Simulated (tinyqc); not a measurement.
Screening unbinds the donor: static screening by free carriers.

kF = (3 pi^2 n/Mv)^(1/3), EF = c kF^2/m with c = hbar^2/2m0, n in 1/angstrom^3 (1e-24 per 1/cm^3), e2 = e^2/(4 pi eps0). Thomas-Fermi: qTF^2 = 6 pi e2 n/(eps EF). Debye: qD^2 = 4 pi e2 n/(eps kB T).

F_j(eta) = (1/Gamma(j + 1)) integral_0^infinity x^j dx/(1 + exp(x - eta)), which tends to exp(eta) for eta << 0.

At finite T: qs^2 = qD^2 F_-1/2(eta)/F_1/2(eta), where n = Mv N F_1/2(eta) and N = 2 (m kB T/(4 pi c))^(3/2) with c = hbar^2/2m0, in 1/angstrom^3; times 1e24 for 1/cm^3.

Donor in the screened potential -(e2/eps) exp(-qs r)/r with the trial function exp(-r/a): E(a) = c/(m a^2) - (e2/eps) 4/(a (2 + qs a)^2), e2 = e^2/(4 pi eps0), c = hbar^2/2m0; isotropic mass.

Constants: hbar^2/2m0 = 3.80998211 eV angstrom^2; e^2/(4 pi eps0) = 14.39964547 eV angstrom; kB = 8.617333262e-05 eV/K; a0 (Bohr radius) = 0.5291772105 angstrom.

Values chosen for the exercise (near those of Si; not measured data):

| symbol | value | unit | meaning |
|---|---|---|---|
| m | 0.3218 | m0 | mass of one isotropic valley |
| Mv | 6 |  | valleys |
| eps | 11.5 |  | background dielectric constant |
| T | 400 | K |  |

All carriers n are taken as free and screen with qs(T); E(a) is minimised over a; a dash marks no bound state. aB = a0 eps/m.

Donor level:

| n (1/cm^3) | n^(1/3) aB | qs aB | E (meV) | a/aB |
|---|---|---|---|---|
| 1.0e+15 | 0.019 | 0.013 | -32.27 | 1.000 |
| 9.0e+15 | 0.039 | 0.038 | -30.64 | 1.001 |
| 5.0e+16 | 0.070 | 0.090 | -27.51 | 1.006 |
| 1.0e+17 | 0.088 | 0.128 | -25.40 | 1.011 |
| 4.0e+17 | 0.139 | 0.255 | -19.02 | 1.039 |
| 1.0e+18 | 0.189 | 0.402 | -13.00 | 1.094 |
| 3.0e+18 | 0.273 | 0.691 | -4.66 | 1.295 |
| 6.0e+18 | 0.344 | 0.966 | -0.31 | 1.832 |

aB = 18.9 angstrom

What can be read from this table?

The level rises from -32.27 meV at the lowest density to -0.31 meV at 6e+18 1/cm^3, against -33.11 meV unscreened. It stays bound over this range. This trial function loses binding at qs aB = 1 and the exact Yukawa problem at 1.19; the Mott rule of thumb is n^(1/3) aB = 0.26, which the last bound row of this table passes: the rule belongs to low temperature, and thermal carriers screen more weakly.

Computed by tinyqc, a small Python program: `OMP_NUM_THREADS=1 python tinyqc.py 1682127 1682128 out.jsonl` (the numbers bound the seed that draws the inputs); one thread of a shared host (Intel(R) Xeon(R) Processor @ 2.30GHz), about 0.01 s for the whole set of steps.
